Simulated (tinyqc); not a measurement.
The product rho l across metals: free and nearly free electrons in a metal.

Constants: hbar^2/2m0 = 3.80998211 eV angstrom^2; hbar = 6.58211957e-16 eV s.

Free electrons with m = 1; fcc cells hold 4 atoms and bcc cells 2; n = atoms z/a^3, kF = (3 pi^2 n)^(1/3), rho l = hbar kF/(n e^2), e = 1.602176634e-19 C. Inputs are chosen for the exercise.

Cases:
```
case     lattice  a (angstrom)  z  rho (micro-ohm cm)
near Al      fcc         4.013  3                2.66
near Li      bcc         3.464  1                8.97
near Ca      fcc         5.524  2                3.45
near K       bcc         5.256  1                6.68
near Cu      fcc         3.585  1                1.58
near Na      bcc         4.192  1                4.46
```

Rank the cases by rho l (1e-16 ohm m^2), lowest first.

Answer: near Al, near Cu, near Li, near Ca, near Na, near K.

Results:
```
case     lattice  a (angstrom)  z  rho (micro-ohm cm)  kF (1/angstrom)  EF (eV)  l (nm)  rho l (1e-16 ohm m^2)
near Al      fcc         4.013  3                2.66            1.765    11.87    14.7                   3.90
near Li      bcc         3.464  1                8.97            1.125     4.82    10.7                   9.61
near Ca      fcc         5.524  2                3.45            1.120     4.78    28.1                   9.70
near K       bcc         5.256  1                6.68            0.742     2.10    33.1                  22.12
near Cu      fcc         3.585  1                1.58            1.370     7.15    41.0                   6.48
near Na      bcc         4.192  1                4.46            0.930     3.29    31.5                  14.07
```

rho l falls as n^(-2/3): it is lowest for the case near Al and highest for near K. The lowest bulk rho belongs to near Cu; in very narrow wires, where rho l rules, the order changes. Real Fermi surfaces depart from spheres, most for the polyvalent and noble metals.

Run: tinyqc, `OMP_NUM_THREADS=1 python tinyqc.py 1681175 1681176 out.jsonl`; Intel(R) Xeon(R) Processor @ 2.30GHz, one thread, shared host; about 0.01 s of CPU time with all checks.
